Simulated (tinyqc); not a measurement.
Worked calculation: Stoner model of a band ferromagnet. Values are carried at full precision from step to step, so a last printed digit may differ when a step is redone from the rounded ones.

Density of states per atom and spin: semi-elliptic, D(e) = (8 M/(pi W^2)) sqrt(W^2/4 - e^2). Levels e -/+ I m/2 for up and down spin, m = n_up - n_down, n_up + n_down = nd. At zero temperature e(N) is the energy below which N states lie, and E(m) = sum over spins of integral e D de - I m^2/4.

Parameters, chosen for this exercise: W = 6.2 eV (band width, e from -W/2 to W/2); M = 5 (states per atom and spin); nd = 8.6 (electrons per atom); I = 1.3 eV (Stoner parameter).

## The paramagnetic state and the Stoner criterion

Find EF from nd/2 states per spin, D(EF) and the product I D(EF); below 1 the susceptibility is enhanced by 1/(1 - I D).

EF = 1.8745 eV
D(EF) = 0.8178 1/eV
I D(EF) = 1.0632

The paramagnet is unstable.

## Energy against moment

Tabulate the splitting that the band needs, e(n_up) - e(n_down), against I m, and E(m) - E(0), at nine moments up to saturation m_max = min(nd, 2M - nd).

Energy curve:
```
m      e(n_up) (eV)  e(n_down) (eV)  difference (eV)  I m (eV)  E - E(0) (meV)
0.000        1.8745          1.8745           0.0000    0.0000             0.0
0.175        1.9834          1.7692           0.2142    0.2275            -0.6
0.350        2.0966          1.6668           0.4298    0.4550            -2.3
0.525        2.2152          1.5669           0.6483    0.6825            -4.9
0.700        2.3409          1.4692           0.8717    0.9100            -8.1
0.875        2.4763          1.3733           1.1030    1.1375           -11.4
1.050        2.6265          1.2790           1.3475    1.3650           -13.8
1.225        2.8035          1.1861           1.6174    1.5925           -13.7
1.400        3.1000          1.0945           2.0055    1.8200            -7.1
```

dE/dm is half of (difference - I m), so E falls wherever I m exceeds the difference.

## The ground state

Take the lowest of E(0), the stationary points e(n_up) - e(n_down) = I m, and saturation.

m = 1.141 muB
exchange splitting I m = 1.484 eV
E - E(0) = -14.2 meV

n_up, n_down: 4.871  3.729

Both spin bands cross the Fermi level (a weak ferromagnet).

## Checks

- States in the band over M against 1: both 1.000000.

Program tinyqc; command `OMP_NUM_THREADS=1 python tinyqc.py 1650118 1650119 out.jsonl`; about 0.6 s on one thread of a shared Intel(R) Xeon(R) Processor @ 2.30GHz.
